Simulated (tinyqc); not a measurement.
# MOS capacitor on a p-type substrate, surface potential from the exact charge relation: effect of the insulator thickness on threshold and swing

Uniform p-type substrate, Boltzmann statistics, full ionisation, classical densities. psi is the surface potential against the body (positive when the bands bend down) and u = psi/Vt. Traps are spread evenly over the gap and neutral at flat band, so their charge is -q Dit psi; the minority quasi-Fermi level is shifted by Vb.

ni = sqrt(Nc Nv) exp(-Eg/(2 Vt)), Eg in volts; phiF = Vt ln(N/ni); Cox = eps0 eox/tox; Vfb = phiM - chi - (Eg - Vt ln(Nv/N)) - q Nf/Cox; VT = Vfb + [(2 phiF + Vb)(1 + q Dit/Cox) + sqrt(2 eps0 eps_r q N (2 phiF + Vb))/Cox]. gamma = sqrt(2 eps0 eps_r q N)/Cox; Wm = sqrt(2 eps0 eps_r (2 phiF + Vb)/(q N)); m = 1 + (eps0 eps_r/Wm + q Dit)/Cox; swing m Vt ln 10; Cmin/Cox = 1/(1 + Cox Wm/(eps0 eps_r)).

Values chosen for this exercise; band and dielectric values close to those of gallium nitride: temperature T = 450 K; band gap Eg = 3.46 eV; relative permittivity eps_r = 9.64; conduction-band density of states at T Nc = 4.21e18 cm^-3; valence-band density of states at T Nv = 8.54e19 cm^-3; electron affinity chi = 4.1 eV; acceptor density of the substrate N = 4.5e16 cm^-3; relative permittivity of the gate insulator (close to silicon dioxide) eox = 3.9; gate work function phiM = 4.21 eV; fixed charge at the interface, in units of q Nf = 0 cm^-2; density of interface traps Dit = 0 cm^-2 eV^-1; reverse bias of the inversion layer against the body Vb = 0 V.

Constants: q = 1.602176634e-19 C, kB = 1.380649e-23 J/K, Vt = kB T/q, eps0 = 8.8541878128e-14 F/cm where lengths are in cm. Results are converted to the units shown.

The same in every row: Vfb (V) = -3.0573; 2 phiF (V) = 2.9913; Wm (nm) = 266.13.

Results:
```
tox (nm)  gamma (V^0.5)     VT (V)       m  swing (mV/decade)   Cmin/Cox
0.42           0.013494  -0.042659  1.0039             89.638  0.0038858
0.63           0.020240  -0.030990  1.0059             89.812  0.0058173
0.94           0.030200  -0.013765  1.0087             90.069  0.0086550
2.1            0.067468   0.050691  1.0195             91.031   0.019131
3.1            0.099595    0.10626  1.0288             91.861   0.027987
4.6             0.14779    0.18961  1.0427             93.104   0.040974
6.8             0.21847    0.31185  1.0632             94.929   0.059406
```

Estimate the missing row, tox = 1.4 nm.

Computed row:
```
tox (nm)  gamma (V^0.5)    VT (V)       m  swing (mV/decade)  Cmin/Cox
1.4            0.044978  0.011796  1.0130             90.451  0.012836
```

With this row back in the table: As tox goes from 0.42 to 6.8, VT rises from -0.0427 to 0.312 V, the swing rises from 89.6 to 94.9 mV/decade and Cmin/Cox rises from 0.00389 to 0.0594. Vfb does not move. m - 1 goes as tox^(1.00), that is as 1/Cox.

Computed by the program tinyqc: `OMP_NUM_THREADS=1 python tinyqc.py 2060073 2060074 out.jsonl`, one thread of a shared Intel Xeon 2.30GHz, about 0.01 s for the whole run.
